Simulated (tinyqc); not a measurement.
Straight dislocations in isotropic elasticity: fields, energies, partials, Peierls stress and walls: one step, computed by the program tinyqc.

The line runs along z, the glide plane is y = 0, and beta is the angle between b and the line (0 screw, 90 degrees edge): b_e = b sin(beta) along +x with the extra half plane at y > 0, b_s = b cos(beta). Stress is positive in tension.

Problem. Stress at a point. With D = G b_e/(2 pi (1 - nu)), S = G b_s/(2 pi), r^2 = x^2 + y^2: s_xx = -D y (3x^2 + y^2)/r^4, s_yy = D y (x^2 - y^2)/r^4, s_xy = D x (x^2 - y^2)/r^4, s_zz = nu (s_xx + s_yy), s_xz = -S y/r^2, s_yz = S x/r^2. Pressure p = -trace/3.

Inputs (values chosen for the exercise, modelled on aluminium): shear modulus G = 26.2 GPa; Poisson ratio nu = 0.361; Burgers vector b = 2.863 angstrom.

Character: 60-degree.

field point (x, y) (nm): [7.4, -4.4]

Give: stress; pressure p.

Solution.

stress (MPa), rows x, y, z:
```
[[238.0, 77.2, 35.4],
 [77.2, -45.9, 59.6],
 [35.4, 59.6, 69.3]]
```

pressure p = -87.15 MPa

The point lies below the glide plane, on the stretched side.
